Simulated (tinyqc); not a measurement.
Deformation potential from the mobility gain.

Problem. Tension X along [100] raises the x valleys by D = Xu (s11 - s12) X against the y and z valleys. Their share is f = w/(w + 2), w = exp(-D/Vt), and for current along [100] mu/mu0 = [f/ml + (1 - f)/mt]/[(1/ml + 2/mt)/3]. Find f, D and Xu.

Inputs (values chosen for the exercise); values close to those of silicon:
```
symbol,value,unit,meaning
T,400,K,temperature
s11,7.73,1/TPa,compliance
s12,-2.11,1/TPa,compliance
ml,0.952,m0,longitudinal mass
mt,0.184,m0,transverse mass
```

Constants: q = 1.602176634e-19 C, kB = 1.380649e-23 J/K, Vt = kB T/q. Results are converted to the units shown.

mu/mu0 = 1.12926216
X = 230 MPa

Solution. The gain is linear in f; w = 2 f/(1 - f).

f = 0.2162
D = 20.50 meV
Xu = 9.060 eV

tinyqc, about 0.01 s, one thread, Intel Xeon 2.30GHz (shared host): `OMP_NUM_THREADS=1 python tinyqc.py 2530013 2530014 out.jsonl`
